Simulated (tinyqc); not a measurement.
# Lifetime from the low-frequency admittance

Question. At low frequency a p+-n diode with a base of width wb has C_diff/G = (tau/2)(1 - 2 x/sinh 2x), x = wb/sqrt(Dp tau). Find tau, x and the limit of C_diff/G for infinite lifetime, wb^2/(3 Dp).

Parameters, values chosen for the exercise:
```
symbol  value    unit                     meaning
Dp        2.8  cm^2/s  hole diffusion coefficient
wb         18      um   width of the neutral base
```

G = 1.3100529 S/cm^2
C_diff = 0.32268658 uF/cm^2

Solution. The ratio rises steadily with tau from tau/2 (long base) towards wb^2/(3 Dp) (short base), so one lifetime matches as long as the ratio is below that limit.

tau = 1.000e-6 s
x = 1.076
limit of C_diff/G = 3.857e-7 s

Numbers from tinyqc (`OMP_NUM_THREADS=1 python tinyqc.py 2890164 2890165 out.jsonl`; about 0.01 s on one thread of a shared Intel Xeon 2.30GHz).
